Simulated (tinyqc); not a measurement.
Van der Pauw, Hall and four-point-probe measurements on a doped layer: one step of the calculation.

A uniform p-type layer with sheet resistance Rs = 1/(q ns mu), point contacts, low field (mu B small).

Question. Resistances and Hall voltage. Rs = 1/(q ns mu). For a rectangle with contacts at the corners, RA = (8 Rs/pi) sum_(k>=0) ln coth((2k + 1) pi a/(2 b)) with current along a short side b and voltage along the opposite one, RB the same with a and b exchanged; Hall voltage VH = rH B I/(q ns), negative for electrons.

Parameters, values chosen for the exercise: sheet density of the layer ns = 1.8e12 cm^-2; drift mobility mu = 30 cm^2/(V s); Hall factor rH = 1; magnetic field B = 0.3 T; current I = 500 uA; side ratio a/b of a rectangular sample with corner contacts ar = 2.09.

Constants: q = 1.602176634e-19 C. Results are converted to the units shown.

Wanted: Rs; RA; RB; VH.

Answer.

Rs = 1.1558e5 ohm/square
RA = 828.55 ohm
RB = 1.3998e5 ohm
VH = 52.013 mV

RB/RA = 169; for a square both equal Rs ln 2/pi = 25500 ohm.

Computed by the program tinyqc: `OMP_NUM_THREADS=1 python tinyqc.py 2850159 2850160 out.jsonl`, one thread of a shared Intel Xeon 2.30GHz, about 0.01 s for the whole run.
